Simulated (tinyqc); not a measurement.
Inside a calculation. Method: RKS/B3LYP (VWN-RPA form) in the sto-3g basis, for BeH2, spin multiplicity 1. One step of it, computed by the program tinyqc.

Task: Iteration 1: building the Kohn-Sham matrix. J_ij = sum D_kl (ij|kl), K_ij = sum D_kl (ik|jl); F = H + J - 0.1 K + V_xc; E = tr D H + tr D J / 2 - 0.05 tr D K + E_xc + E_nn.

D at the start, lower triangle:
```
            1Be 1s    1Be 2s   1Be 2px    1Be 2py   1Be 2pz     2H 1s     3H 1s
1Be 1s    2.154593
1Be 2s   -0.522634  2.044147
1Be 2px   0.000000  0.000000  0.000000
1Be 2py   0.000000  0.000000  0.000000   0.003910
1Be 2pz   0.000000  0.000000  0.000000   0.000000  0.000000
2H 1s    -0.025710  0.130685  0.000000   0.041094  0.000000  0.873724
3H 1s    -0.025710  0.130685  0.000000  -0.041094  0.000000  0.009905  0.873724
```

core Hamiltonian H = T + V (hartree), lower triangle:
```
            1Be 1s     1Be 2s    1Be 2px    1Be 2py    1Be 2pz      2H 1s      3H 1s
1Be 1s   -8.658706
1Be 2s   -2.137688  -2.841821
1Be 2px   0.000000   0.000000  -2.296071
1Be 2py   0.000000   0.000000   0.000000  -2.529974
1Be 2pz   0.000000   0.000000   0.000000   0.000000  -2.296071
2H 1s    -0.583153  -1.299810   0.000000  -1.334914   0.000000  -2.234959
3H 1s    -0.583153  -1.299810   0.000000   1.334914   0.000000  -0.132487  -2.234959
```

Two-electron integrals (ij|kl) in chemists' order, unique and non-zero (hartree):
```
(11|11) 2.298831    (21|11) 0.392036    (21|21) 0.079539    (22|11) 0.570988
(22|21) 0.143041    (22|22) 0.417683    (31|31) 0.014607    (32|31) 0.021888
(32|32) 0.092265    (33|11) 0.569578    (33|21) 0.143083    (33|22) 0.417589
(33|33) 0.449859    (41|41) 0.014607    (42|41) 0.021888    (42|42) 0.092265
(43|43) 0.024249    (44|11) 0.569578    (44|21) 0.143083    (44|22) 0.417589
(44|33) 0.401360    (44|44) 0.449859    (51|51) 0.014607    (52|51) 0.021888
(52|52) 0.092265    (53|53) 0.024249    (54|54) 0.024249    (55|11) 0.569578
(55|21) 0.143083    (55|22) 0.417589    (55|33) 0.401360    (55|44) 0.401360
(55|55) 0.449859    (61|11) 0.104649    (61|21) 0.021210    (61|22) 0.038407
(61|33) 0.038126    (61|41) 0.001908    (61|42) 0.003558    (61|44) 0.038990
(61|55) 0.038126    (61|61) 0.005941    (62|11) 0.227482    (62|21) 0.057680
(62|22) 0.180287    (62|33) 0.173774    (62|41) 0.007591    (62|42) 0.044295
(62|44) 0.193151    (62|55) 0.173774    (62|61) 0.016989    (62|62) 0.110838
(63|31) 0.005621    (63|32) 0.025453    (63|43) 0.007920    (63|63) 0.010971
(64|11) 0.234975    (64|21) 0.060363    (64|22) 0.198024    (64|33) 0.186320
(64|41) 0.012460    (64|42) 0.069380    (64|44) 0.221230    (64|55) 0.186320
(64|61) 0.018696    (64|62) 0.139188    (64|64) 0.181762    (65|51) 0.005621
(65|52) 0.025453    (65|54) 0.007920    (65|65) 0.010971    (66|11) 0.392037
(66|21) 0.101268    (66|22) 0.352271    (66|33) 0.326697    (66|41) 0.016574
(66|42) 0.121269    (66|44) 0.403131    (66|55) 0.326697    (66|61) 0.030814
(66|62) 0.268687    (66|64) 0.359929    (66|66) 0.774606    (71|11) 0.104649
(71|21) 0.021210    (71|22) 0.038407    (71|33) 0.038126    (71|41) -0.001908
(71|42) -0.003558   (71|44) 0.038990    (71|55) 0.038126    (71|61) 0.005411
(71|62) 0.014329    (71|64) 0.014367    (71|66) 0.024722    (71|71) 0.005941
(72|11) 0.227482    (72|21) 0.057680    (72|22) 0.180287    (72|33) 0.173774
(72|41) -0.007591   (72|42) -0.044295   (72|44) 0.193151    (72|55) 0.173774
(72|61) 0.014329    (72|62) 0.060631    (72|64) 0.059970    (72|66) 0.109482
(72|71) 0.016989    (72|72) 0.110838    (73|31) 0.005621    (73|32) 0.025453
(73|43) -0.007920   (73|63) 0.004912    (73|73) 0.010971    (74|11) -0.234975
(74|21) -0.060363   (74|22) -0.198024   (74|33) -0.186320   (74|41) 0.012460
(74|42) 0.069380    (74|44) -0.221230   (74|55) -0.186320   (74|61) -0.014367
(74|62) -0.059970   (74|64) -0.056339   (74|66) -0.105932   (74|71) -0.018696
(74|72) -0.139188   (74|74) 0.181762    (75|51) 0.005621    (75|52) 0.025453
(75|54) -0.007920   (75|65) 0.004912    (75|75) 0.010971    (76|11) 0.022532
(76|21) 0.005567    (76|22) 0.015624    (76|33) 0.015371    (76|44) 0.016123
(76|55) 0.015371    (76|61) 0.001501    (76|62) 0.006924    (76|64) 0.007732
(76|66) 0.013909    (76|71) 0.001501    (76|72) 0.006924    (76|74) -0.007732
(76|76) 0.000596    (77|11) 0.392037    (77|21) 0.101268    (77|22) 0.352271
(77|33) 0.326697    (77|41) -0.016574   (77|42) -0.121269   (77|44) 0.403131
(77|55) 0.326697    (77|61) 0.024722    (77|62) 0.109482    (77|64) 0.105932
(77|66) 0.197851    (77|71) 0.030814    (77|72) 0.268687    (77|74) -0.359929
(77|76) 0.013909    (77|77) 0.774606
```

nuclear repulsion = 3.36425302 hartree

V_xc (hartree), lower triangle:
```
            1Be 1s     1Be 2s    1Be 2px    1Be 2py    1Be 2pz      2H 1s      3H 1s
1Be 1s   -1.242245
1Be 2s   -0.178990  -0.275301
1Be 2px   0.000000   0.000000  -0.255831
1Be 2py   0.000000   0.000000   0.000000  -0.305625
1Be 2pz   0.000000   0.000000   0.000000   0.000000  -0.255831
2H 1s    -0.048072  -0.141703   0.000000  -0.169291   0.000000  -0.370027
3H 1s    -0.048072  -0.141703   0.000000   0.169291   0.000000  -0.011505  -0.370027
```

E_xc = sum of w rho eps_xc = -2.97855524 hartree

Give: Coulomb J; exchange K; Kohn-Sham matrix F; total energy of this density.

Result:

Coulomb J (hartree), lower triangle:
```
         1Be 1s  1Be 2s  1Be 2px  1Be 2py  1Be 2pz  2H 1s  3H 1s
1Be 1s    6.545
1Be 2s    1.269   2.675
1Be 2px   0.000   0.000    2.622
1Be 2py   0.000   0.000    0.000    2.771
1Be 2pz   0.000   0.000    0.000    0.000    2.622
2H 1s     0.341   1.189    0.000    1.326    0.000  2.445
3H 1s     0.341   1.189    0.000   -1.326    0.000  0.104  2.445
```

exchange K (hartree), lower triangle:
```
         1Be 1s  1Be 2s  1Be 2px  1Be 2py  1Be 2pz  2H 1s  3H 1s
1Be 1s    4.717
1Be 2s    0.840   1.166
1Be 2px   0.000   0.000    0.231
1Be 2py   0.000   0.000    0.000    0.587
1Be 2pz   0.000   0.000    0.000    0.000    0.231
2H 1s     0.250   0.681    0.000    0.448    0.000  0.999
3H 1s     0.250   0.681    0.000   -0.448    0.000  0.168  0.999
```

Kohn-Sham matrix F (hartree), lower triangle:
```
         1Be 1s  1Be 2s  1Be 2px  1Be 2py  1Be 2pz   2H 1s   3H 1s
1Be 1s   -3.828
1Be 2s   -1.131  -0.559
1Be 2px   0.000   0.000    0.047
1Be 2py   0.000   0.000    0.000   -0.123
1Be 2pz   0.000   0.000    0.000    0.000    0.047
2H 1s    -0.315  -0.320    0.000   -0.223    0.000  -0.260
3H 1s    -0.315  -0.320    0.000    0.223    0.000  -0.057  -0.260
```

total energy of this density = -15.62703 hartree

This density is the starting one; it is not idempotent, so its energy is not variational and may lie below the converged one.
